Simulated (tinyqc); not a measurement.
Size effects in the resistivity of thin metal films and interconnect lines: one step, computed by the program tinyqc.

Electrons lose their drift at surfaces (a share 1 - p of the hits) and at grain boundaries (reflection R), besides bulk scattering. The line sits in a trench with a non-conducting liner on both walls and the bottom; the spacing equals the drawn width.

Task: Grain boundaries. Mayadas-Shatzkes: alpha = (lambda/D) R/(1 - R); rho_b/rho = 1 - 3 alpha/2 + 3 alpha^2 - 3 alpha^3 ln(1 + 1/alpha).

Inputs (values chosen for the exercise, modelled on silver): bulk mean free path lambda = 51.2 nm; grain-boundary reflection R = 0.49.

Geometry: line.

grain size D = 44.84 nm

Give: alpha; rho/rho_b from grains.

Result:

alpha = 1.0971

rho/rho_b from grains = 2.5085

The linear estimate 1 + 3 alpha/2 gives 2.646, 5 % high; at large alpha the slope is 4/3.
